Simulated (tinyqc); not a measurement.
What each parameter does: polytypes by hexagonality, and a cubic inclusion as a quantum well.

Gap: E3 + (E2 - E3) h. Valence top Ev2 h and polarisation P2 h, both counted from 3C; Ec = Ev + gap.

A cubic inclusion of width L = N d in the host (h = 1) is a well of depth V = Ec(host) - Ec(3C). Square well with mass mismatch: k tan(k L/2) = (m_w/m_b) q, k = sqrt(m_w E/c), q = sqrt(m_b (V - E)/c), c = hbar^2/2m0, lowest root. The depth of the level, V - E, is its binding, and the transition to the valence top of the host is gap(host) - (V - E). The step in polarisation gives a field |F| = |P|/(eps eps0) in a thin inclusion, eps0 = 8.8541878e-12 F/m.

Constants: hbar^2/2m0 = 3.80998211 eV angstrom^2.

Values chosen for the exercise (of the order of those of GaAs; shifted at random, so the results belong to these values and not to a real crystal): E3 = 1.53 eV (gap of the cubic polytype); E2 = 1.53 eV (gap of 2H); Ev2 = 0.115 eV (valence top of 2H above that of 3C); P2 = 0.0017 C/m^2 (spontaneous polarisation of 2H); m = (0.069, 0.067) m0 (electron mass along c in the cubic layer and in the host); d = 3.255 angstrom (thickness of a double layer); eps = 12.6 (dielectric constant); N = 12 (double layers in the cubic inclusion).

Well depth, depth of the level, transition without the field and field.

One parameter was then changed.

Results before and after:

| case | V (eV) | depth (eV) | transition (eV) | \|F\| (MV/cm) |
|---|---|---|---|---|
| base | 0.1150 | 0.0459 | 1.4841 | 0.152 |
| changed | 0.1450 | 0.0652 | 1.4648 | 0.152 |

Which of these changes was made? (a) Ev2 = 0.145 eV; (b) P2 = 0.0022 C/m^2; (c) N = 13; (d) E2 = 1.56 eV; (e) eps = 13.6; (f) m = (0.083, 0.067) m0; (g) E3 = 1.51 eV.

Answer: (a) Ev2 = 0.145 eV. Of the candidates, run in turn, only this one gives the changed row.

All candidates:

| case | V (eV) | depth (eV) | transition (eV) | \|F\| (MV/cm) |
|---|---|---|---|---|
| base | 0.1150 | 0.0459 | 1.4841 | 0.152 |
| N = 13 | 0.1150 | 0.0499 | 1.4801 | 0.152 |
| Ev2 = 0.145 eV | 0.1450 | 0.0652 | 1.4648 | 0.152 |
| E3 = 1.51 eV | 0.1350 | 0.0586 | 1.4714 | 0.152 |
| E2 = 1.56 eV | 0.1450 | 0.0652 | 1.4948 | 0.152 |
| P2 = 0.0022 C/m^2 | 0.1150 | 0.0459 | 1.4841 | 0.197 |
| eps = 13.6 | 0.1150 | 0.0459 | 1.4841 | 0.141 |
| m = (0.083, 0.067) m0 | 0.1150 | 0.0473 | 1.4827 | 0.152 |

Computed by tinyqc, a small Python program: `OMP_NUM_THREADS=1 python tinyqc.py 1880235 1880236 out.jsonl` (the numbers bound the seed that draws the inputs); one thread of a shared host (Intel(R) Xeon(R) Processor @ 2.30GHz), about 0.08 s for the whole set of steps.
